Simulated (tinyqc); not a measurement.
Changing the drain voltage V_D: lateral field, substrate current, probability of reaching the oxide barrier and hot-carrier lifetime of a silicon transistor (pseudo-two-dimensional and lucky-electron models). Computed by tinyqc, a small Python program. Command: `OMP_NUM_THREADS=1 python tinyqc.py 3002381 3002382 out.jsonl hotcar sweep`. One thread of a shared host (Intel(R) Xeon(R) Processor @ 2.30GHz), about 0.01 s of CPU time with the checks.

Local-field models: a lucky carrier gains its energy at the peak field over a path free of collisions. Voltages are magnitudes.

Inputs (values chosen for the exercise, modelled on a silicon p-channel):
```
quantity,value,unit
channel length L,390,nm
oxide thickness t,10,nm
junction depth x_j,70,nm
mobility mu,120,cm^2/(V s)
saturation velocity v_s,0.69,1e7 cm/s
threshold voltage V_T,0.69,V
gate voltage V_G,2.2,V
ionisation prefactor A_i,8.9e+06,1/cm
ionisation field B_i,3.59,MV/cm
hot-carrier mean free path lambda,5,nm
oxide barrier phi_b,4.6,eV
interface-trap threshold phi_it,4.6,eV
lifetime constant H,4,s microampere/micrometre
```

Drain: abrupt.

Constants: eps_0 = 8.8541878128e-12 F/m.

Method:
- C_ox = 3.9 eps_0/t; F_sat = 2 v_s/mu; V_Dsat = V_ov F_sat L/(V_ov + F_sat L), V_ov = V_G - V_T; I_D/W = C_ox v_s (V_ov - V_Dsat).
- Scale length l = 0.22 t^(1/3) x_j^(1/2) (all in cm); F_m = sqrt(((V_D - V_Dsat)/l_e)^2 + F_sat^2), with l_e = l; length of the velocity-saturated region l_e ln((V_D - V_Dsat)/(l_e F_sat) + F_m/F_sat).
- Substrate current I_sub/I_D = (A_i/B_i)(V_D - V_Dsat) exp(-B_i/F_m); probability of reaching the oxide barrier exp(-phi_b/(e lambda F_m)); lifetime tau = (H/(I_D/W)) exp(phi_it/(e lambda F_m)).

One run for each value:
```
drain voltage V_D (V),lifetime tau (s),substrate current I_sub/W (microampere/micrometre),peak field F_m (kV/cm),probability of reaching phi_b
2.10,2.3631e+18,4.3650e-06,202.52,1.8679e-20
2.43,3.5205e+14,1.8215e-04,251.26,1.2538e-16
3.08,8.3831e+09,1.7399e-02,354.26,5.2653e-12
3.41,2.6956e+08,7.7790e-02,408.30,1.6375e-10
3.74,1.8836e+07,2.5153e-01,462.97,2.3434e-09
4.07,2.2750e+06,6.4641e-01,518.08,1.9402e-08
4.40,4.0901e+05,1.4045e+00,573.50,1.0792e-07
4.73,9.8978e+04,2.6897e+00,629.14,4.4596e-07
```

Give the missing row, drain voltage V_D (V) = 2.76.

Computed row; columns: (1) drain voltage V_D (V); (2) lifetime tau (s); (3) substrate current I_sub/W (microampere/micrometre); (4) peak field F_m (kV/cm); (5) probability of reaching phi_b:
```
(1)          (2)         (3)     (4)         (5)
2.76  6.9303e+11  2.5973e-03  302.78  6.3692e-14
```

Interpolating between the two neighbouring rows (linearly) misses most in lifetime tau (s), by a factor of 250. Over the rows, lifetime tau (s) falls from 2.36e18 to 99000 (exponent d ln y / d ln x -60 between the first rows and -20 between the last); substrate current I_sub/W (microampere/micrometre) rises from 4.36e-6 to 2.69 (exponent d ln y / d ln x 26 between the first rows and 9.0 between the last); peak field F_m (kV/cm) rises from 203 to 629 (exponent d ln y / d ln x 1.5 between the first rows and 1.3 between the last).

Caution (all rows): the empirical formula for l was fitted to oxides of about 15 nm or more; for thinner ones it is an extrapolation. Caution (rows 2.10, 2.43, 2.76, 3.08, 3.41, 3.74, 4.07, 4.40): e V_D is below phi_b or phi_it, so the available energy, not the field, limits hot carriers, and the lucky-electron formulas overstate them.

Extremes, crossings and ranges named in words are read from the listed rows.
